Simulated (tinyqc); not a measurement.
Inside a calculation. Model: ellipsometry and reflectance of a transparent film on an absorbing substrate.

Program tinyqc, `OMP_NUM_THREADS=1 python tinyqc.py 2870107 2870108 out.jsonl`; Intel Xeon 2.30GHz, shared host, one thread, about 0.01 s. Printed values are rounded.

Air (index 1), film, substrate with N2 = n2 - i k2; time factor exp(+i w t). q_j = sqrt(N_j^2 - sin^2 th), root with positive real part. Fresnel coefficients r_s = (q_a - q_b)/(q_a + q_b), r_p = (N_b^2 q_a - N_a^2 q_b)/(N_b^2 q_a + N_a^2 q_b). tan(Psi) exp(i Delta) = R_p/R_s, Delta taken from 0 to 360 degrees.

Inputs (values chosen for the exercise); indices close to those of a porous low-k film on silicon: wavelength lam = 632.8 nm; angle of incidence th = 60 degrees; index of the transparent film n1 = 1.292; film thickness d = 270 nm; index of the substrate n2 = 3.882; extinction coefficient of the substrate k2 = 0.019.

## Interface coefficients and thickness period

q0, q1, q2 and the coefficients r01 and r12 for p and s; the results repeat in d with the period lam/(2 q1).

q0 = 0.5
q1 = 0.9587826
q2 = 3.784170-0.019491i
r01,p = -0.06922580
r01,s = -0.3144969
r12,p = 0.3916164-0.0019634i
r12,s = -0.5957091+0.0016614i
period = 330.0018 nm

## Psi, Delta and reflectances

beta = 2 pi d q1/lam, X = exp(-2 i beta), R = (r01 + r12 X)/(1 + r01 r12 X) for p and s.

beta = 2.570380 rad
X = 0.4153891+0.9096438i
R_p = 0.0873287+0.3616822i
R_s = -0.5871381-0.4092190i
Psi = 27.46967 degrees
Delta = 221.5502 degrees
|R_p|^2 = 0.1384403
|R_s|^2 = 0.5121913

The bare substrate gives Psi = 23.38 and Delta = 179.72 degrees.
